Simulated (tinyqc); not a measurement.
Worked calculation: lattice vibrations of a chain. One step of it, computed by the program tinyqc.

Problem. Frequencies. omega^2 are the eigenvalues; wavenumber = 521.4708 sqrt(eigenvalue) 1/cm.

D(q) (eV/(angstrom^2 u)):
$$\begin{pmatrix}
0.363390 & -0.067131+0.200819i \\
-0.067131-0.200819i & 0.776493
\end{pmatrix}$$

Give: eigenvalues; wavenumbers; weights |e|^2 of the mass-weighted modes.

Solution.

eigenvalues: [0.2741, 0.8657]

wavenumbers (1/cm): [273.0, 485.2]

weights |e|^2 of the mass-weighted modes, order atom 1, atom 2:
$$\begin{pmatrix}
0.8491 & 0.1509 \\
0.1509 & 0.8491
\end{pmatrix}$$
